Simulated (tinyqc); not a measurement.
## Van der Pauw, Hall and four-point-probe measurements on a doped layer: correction factor against the shape of the sample

A uniform n-type layer with sheet resistance Rs = 1/(q ns mu), point contacts, low field (mu B small).

Rs = 1/(q ns mu). For a rectangle with contacts at the corners, RA = (8 Rs/pi) sum_(k>=0) ln coth((2k + 1) pi a/(2 b)) with current along a short side b and voltage along the opposite one, RB the same with a and b exchanged. ar = a/b. F = Rs/[(pi/ln 2)(RA + RB)/2]; small-asymmetry estimate 1 - (ln 2/2) d^2 - ((ln 2)^2/4 - (ln 2)^3/12) d^4 with d = (RB - RA)/(RB + RA).

Values chosen for this exercise:

| symbol | value | unit | meaning |
|---|---|---|---|
| ns | 1e12 | cm^-2 | sheet density of the layer |
| mu | 380 | cm^2/(V s) | drift mobility |

Constants: q = 1.602176634e-19 C. Results are converted to the units shown.

Correction factor against the shape of the sample:

| ar | RA (ohm) | RB (ohm) | RB/RA | F | estimate of F |
|---|---|---|---|---|---|
| 1 | 3624 | 3624 | 1.000 | 1.000 | 1.000 |
| 1.34 | 1243 | 8121 | 6.536 | 0.7740 | 0.7861 |
| 1.69 | 413.7 | 1.347e4 | 32.55 | 0.5221 | 0.6213 |
| 2.03 | 142.2 | 1.892e4 | 133.1 | 0.3803 | 0.5767 |
| 2.37 | 48.85 | 2.446e4 | 500.6 | 0.2958 | 0.5653 |
| 2.71 | 16.79 | 3.002e4 | 1788 | 0.2413 | 0.5623 |
| 3.06 | 5.591 | 3.577e4 | 6397 | 0.2026 | 0.5614 |
| 3.4 | 1.921 | 4.135e4 | 2.152e4 | 0.1753 | 0.5612 |

What does the comparison show?

RB/RA rises from 1.00 to 21500 and F falls from 1.00 to 0.175. The estimate is 19 % above F at a/b = 1.69 and 3.20 times it in the last row. RA shrinks about as exp(-pi a/b): by a factor of 2.91 between the last two rows, against 2.91.

Program tinyqc, `OMP_NUM_THREADS=1 python tinyqc.py 2850211 2850212 out.jsonl`; Intel Xeon 2.30GHz, shared host, one thread, about 0.01 s.
